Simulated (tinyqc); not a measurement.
# Floating body of a partially depleted SOI transistor: body voltage and kink: two studies

Source at 0 V. Channel current Ic = 2 nf K Vt^2 [F(0) - F(Vd)](1 + la Vd), F(V) = ln^2(1 + exp((Vg - VT - nf V)/(2 nf Vt))), VT = VT0 - gb Vb. Saturation voltage Vs = 2 Vt sqrt(F(0)) + 3 Vt, excess Ve = (Vd - Vs + sqrt((Vd - Vs)^2 + 0.0004 V^2))/2, multiplication M1 = Ai Ve exp(-Bl/Ve). Each junction passes D(v) = J1 (exp(v/Vt) - 1) + J2 (exp(v/(2 Vt)) - 1). Bipolar current Ib = bb J1 (exp(Vb/Vt) - 1). The body settles where M1 (Ic + Ib) = D(Vb) + D(Vb - Vd) + Vb/Rb; drain current Id = (1 + M1)(Ic + Ib) - D(Vb - Vd).

Inputs (values chosen for the exercise); values of the order met in partially depleted silicon-on-insulator transistors:

| symbol | value | unit | meaning |
|---|---|---|---|
| T | 398 | K | temperature |
| VT0 | 0.34 | V | threshold at zero body voltage |
| gb | 0.23 |  | fall of the threshold per volt of body voltage |
| nf | 1.18 |  | slope factor |
| K | 220 | uA/(V^2 um) | gain factor per width |
| la | 0.06 | 1/V | channel-length modulation factor |
| Ai | 2.18 | 1/V | impact-ionisation prefactor |
| Bl | 8.2 | V | impact-ionisation voltage |
| J1 | 6.6e-9 | uA/um | diffusion saturation current of each junction |
| J2 | 1.4e-7 | uA/um | recombination saturation current of each junction |
| bb | 0.5 |  | gain of the lateral bipolar transistor on the diffusion current |
| Rb | 1e9 | kohm um | resistance of a weak body tie to the source (1e9 stands for no tie, and the term is then dropped) |
| Vg | 0.71 | V | gate voltage |
| Vd | 1.3 | V | drain voltage |

Constants: q = 1.602176634e-19 C, kB = 1.380649e-23 J/K, Vt = kB T/q. Results are converted to the units shown.

Each table varies one quantity; the others keep the values above.

## Output curve and kink

Rows with more than one solution for Vb (latch) are left out; dId/dVd by a forward difference over 1e-4 V, swing = 1e-4 V over the change of log10 Id; M1 under 1e-12 is printed as 0.

Result of one run:
```
Vd (V),Vb (V),M1,"Id, floating (uA/um)","Id, grounded (uA/um)",ratio,"dId/dVd, floating (uS/um)","dId/dVd, grounded (uS/um)"
1.2,0.3667,1.545e-5,20.66,13.74,1.503,13.30,0.7789
```

What becomes of these results when the drain voltage Vd is changed from 1.2 to 1 V, all else the same?

Result of the changed run:
```
Vd (V),Vb (V),M1,"Id, floating (uA/um)","Id, grounded (uA/um)",ratio,"dId/dVd, floating (uS/um)","dId/dVd, grounded (uS/um)"
1,0.2091,3.232e-7,17.31,13.59,1.274,21.33,0.7695
```

The whole series:
```
Vd (V),Vb (V),M1,"Id, floating (uA/um)","Id, grounded (uA/um)",ratio,"dId/dVd, floating (uS/um)","dId/dVd, grounded (uS/um)"
1,0.2091,3.232e-7,17.31,13.59,1.274,21.33,0.7695
1.2,0.3667,1.545e-5,20.66,13.74,1.503,13.30,0.7789
1.4,0.4607,2.017e-4,22.92,13.90,1.649,9.750,0.8370
1.6,0.5249,0.001198,24.67,14.09,1.751,7.909,1.008
1.8,0.5716,0.004400,26.16,14.32,1.827,7.221,1.346
2,0.6072,0.01185,27.62,14.64,1.887,7.527,1.873
2.2,0.6355,0.02586,29.23,15.08,1.939,8.764,2.581
```

Vb rises from 0.209 to 0.635 V and the ratio of the currents rises from 1.27 to 1.94. The output conductance with a floating body exceeds the grounded value by the largest factor among the rows, 27.7, at Vd = 1 V, where Vb = 0.209 V and M1 = 3.23e-7.

## Transfer curve and swing

Same model as above.

Transfer curve and swing:
```
Vg (V),Vb (V),M1,"Id, floating (uA/um)","Id, grounded (uA/um)",ratio,"swing, floating (mV/decade)","swing, grounded (mV/decade)"
-0.11,0.05209,0.002761,1.326e-5,9.896e-6,1.340,90.81,94.77
-0.01,0.1114,0.002744,2.144e-4,1.144e-4,1.873,73.85,93.92
0.09,0.2465,0.002659,0.005094,0.001311,3.887,75.98,95.29
0.19,0.3483,0.002355,0.08179,0.01399,5.845,92.90,100.1
0.29,0.4121,0.001714,0.6699,0.1227,5.460,134.1,114.8
0.39,0.4418,0.001001,2.680,0.7256,3.693,209.0,150.5
0.49,0.4488,4.948e-4,6.626,2.633,2.517,309.5,215.6
0.59,0.4415,2.128e-4,12.50,6.467,1.933,424.1,305.5
0.69,0.4235,7.880e-5,20.15,12.39,1.626,546.6,409.7
```

Read the table: what changes, and by how much?

Vb goes from 0.0521 through a maximum of 0.449 (at Vg = 0.49 V among the rows listed) to 0.423 V. The smallest swing among the rows is 73.8 mV a decade with a floating body (at Vg = -0.01 V) and 93.9 with a grounded one; Vt ln 10 = 79.0. The floating swing is smaller by more than 3 % for Vg = -0.11, -0.01, 0.09, 0.19 V, where the rising Vb lowers the threshold as Vg rises. In the first row the floating body raises the current by a factor of 1.34.

Range of the model: The multiplication law is an empirical form chosen for the exercise; self-heating and capacitive coupling to the body are left out, and the linear laws are rough once Vb passes about 0.7 V or M1 about 0.1.

Program tinyqc, `OMP_NUM_THREADS=1 python tinyqc.py 2182208 2182209 out.jsonl`; Intel Xeon 2.30GHz, shared host, one thread, about 0.2 s.
